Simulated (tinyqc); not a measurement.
Smearing for a one-band metal on the simple cubic lattice, step by step. Values are carried at full precision from step to step, so a last printed digit may differ when a step is redone from the rounded ones.

Lattice vectors (units of a): a1 = (1, 0, 0), a2 = (0, 1, 0), a3 = (0, 0, 1). E(k) = -t A_1(k) - t2 A_2(k), A_m the sum of cos(k . R) over the 6 nearest and 12 second lattice vectors. Mesh k = sum (j_i/N) b_i, j_i = 0 .. N-1.

Values chosen for the exercise:
- t = 0.39 eV (nearest hopping)
- t2 = -0.04 eV (second hopping)
- N = 6 (unshifted mesh)
- ne = 0.79 (electrons per cell)
- sigma = 0.039 eV (width)

## Levels on the mesh

Evaluate the band and collect equal energies with their counts.

Distinct levels:
```
E_k (eV)  points
-1.8600        1
-1.6300        6
-1.3600       12
-1.1700        6
-1.0500        8
-0.9400        3
-0.8200       24
-0.5500       12
-0.4300       24
-0.1200       24
0.2300        12
0.3500        24
0.6200         3
0.7400        24
1.1700         6
1.2900         8
1.7600        12
2.2700         6
2.8200         1
```

19 distinct levels; the mean spacing is 0.260 eV.

## Fermi level with Methfessel-Paxton (first order) smearing

With x = (E_k - mu)/sigma: Methfessel-Paxton (first order) f = erfc(x)/2 - x exp(-x^2)/(2 sqrt(pi)), s = (1 - 2 x^2) exp(-x^2)/(4 sqrt(pi)). With weights w = points/N^d (d the dimension), mu solves 2 sum w f = ne; E = 2 sum w f E_k, S = 2 sum w s, F = E - sigma S.

Weights w = points/total. Bisection from the lowest and highest level; ten steps are shown.

Bisection:
```
step  low (eV)  high (eV)  mu (eV)  electrons
1      -1.8600     2.8200   0.4800     1.4444
2      -1.8600     0.4800  -0.6900     0.5556
3      -0.6900     0.4800  -0.1050     1.0667
4      -0.6900    -0.1050  -0.3975     0.8885
5      -0.6900    -0.3975  -0.5437     0.6259
6      -0.5437    -0.3975  -0.4706     0.6610
7      -0.4706    -0.3975  -0.4341     0.7583
8      -0.4341    -0.3975  -0.4158     0.8416
9      -0.4341    -0.4158  -0.4249     0.8020
10     -0.4341    -0.4249  -0.4295     0.7802
```

## Occupations and energies

Converge mu, then list x, f and s of each level and form the sums.

mu = -0.4275 eV

x, f and s of each level:
```
E_k (eV)       x       f        s
-1.8600   -36.73  1.0000   0.0000
-1.6300   -30.83  1.0000   0.0000
-1.3600   -23.91  1.0000   0.0000
-1.1700   -19.04  1.0000   0.0000
-1.0500   -15.96  1.0000   0.0000
-0.9400   -13.14  1.0000   0.0000
-0.8200   -10.07  1.0000   0.0000
-0.5500    -3.14  1.0000  -0.0001
-0.4300    -0.07  0.5550   0.1393
-0.1200     7.88  0.0000   0.0000
0.2300     16.86  0.0000   0.0000
0.3500     19.93  0.0000   0.0000
0.6200     26.86  0.0000   0.0000
0.7400     29.93  0.0000   0.0000
1.1700     40.96  0.0000   0.0000
1.2900     44.04  0.0000   0.0000
1.7600     56.09  0.0000   0.0000
2.2700     69.17  0.0000   0.0000
2.8200     83.27  0.0000   0.0000
```

E = -0.7241 eV
S = 0.0309
F = -0.7254 eV
(E + F)/2 = -0.7247 eV

Levels with f between 0.001 and 0.999: 1. For this scheme F itself has no term in sigma^2, so F is the estimate of the energy at zero width. That argument needs a smooth density of states, and the number of distinct levels within 2 sigma of mu is only 1, so it may fail on this mesh.

## Checks

- The slope dF/d sigma by finite differences against -S: both -0.030931.
- The slope dF/d ne by finite differences against mu (eV): both -0.42746.

tinyqc: `OMP_NUM_THREADS=1 python tinyqc.py 1680519 1680520 out.jsonl`; about 0.3 s, one thread, shared Intel(R) Xeon(R) Processor @ 2.30GHz.
